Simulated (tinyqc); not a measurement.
What grading buys: minority-electron transport through the base of a bipolar transistor (Moll-Ross and Kroemer integrals). Computed by tinyqc, a small Python program. Command: `OMP_NUM_THREADS=1 python tinyqc.py 3016639 3016640 out.jsonl base walk`. One thread of a shared host (Intel(R) Xeon(R) Processor @ 2.30GHz), about 0.01 s of CPU time with the checks.

Low injection, one dimension, x from the emitter edge (0) to the collector edge (W), s = x/W. Recombination is treated as a small correction (valid for tau_B well below tau_n), computed from the stored charge.

Inputs (values chosen for the exercise, modelled on silicon):

| quantity | value | unit |
|---|---|---|
| base doping at the emitter edge N_0 | 6.4e+17 | 1/cm^3 |
| base width W | 53 | nm |
| mu_min | 180 | cm^2/(V s) |
| mu_max | 1330 | cm^2/(V s) |
| N_ref | 9.5e+16 | 1/cm^3 |
| saturation velocity v_s | 0.98 | 1e7 cm/s |
| temperature T | 300 | K |
| doping ratio N_0/N(W) | 3.1 | - |

Base doping profile: exponential. Gap grading: none. Exit of the base: infinite sink.

Constants: k_B = 8.617333262e-05 eV/K.

Method. N(x) = N_0 (ratio)^(-s); n_i(x)^2 = n_i^2 exp(s dE_g/k_B T); D(x) = (k_B T/e) mu, mu = mu_min + (mu_max - mu_min)/(1 + (N/N_ref)^0.7). With y(x) = N n_i^2/(D n_i(x)^2): base Gummel number G_B = int_0^W y dx; J_C = e n_i^2 exp(e V_BE/k_B T)/G_B; n(x) = (J_C/e)(n_i(x)^2/(N n_i^2)) [int_x^W y dx]; transit time tau_B = (e/J_C) int n dx; trapezoid rule on 401 even points.

The same base with other gradings:

| dE_g (meV) | dE_g/k_B T | G_B (s/cm^4) | J_C gain | tau_B (ps) | speed gain |
|---|---|---|---|---|---|
| 0 | 0.000 | 1.6233e+11 | 1.0000 | 0.73150 | 1.0000 |
| 25 | 0.967 | 1.1623e+11 | 1.3966 | 0.57631 | 1.2693 |
| 50 | 1.934 | 8.8274e+10 | 1.8389 | 0.47003 | 1.5563 |
| 75 | 2.901 | 7.0287e+10 | 2.3095 | 0.39425 | 1.8554 |
| 100 | 3.868 | 5.8060e+10 | 2.7959 | 0.33825 | 2.1626 |
| 150 | 5.802 | 4.2844e+10 | 3.7888 | 0.26207 | 2.7912 |
| 200 | 7.736 | 3.3887e+10 | 4.7902 | 0.21328 | 3.4297 |
| 300 | 11.605 | 2.3883e+10 | 6.7966 | 0.15502 | 4.7188 |

What does the comparison show, and why?

At 100 meV J_C rises by a factor 2.80 and the transit is 2.16 times faster; at 300 meV the factors are 6.80 and 4.72. For a uniform base without exit term both tend to be linear in dE_g/k_B T, J_C as x/(1 - exp(-x)) and the speed as x/2. From 50 meV on the mean velocity W/tau_B exceeds v_s, so those speed gains are overstated.
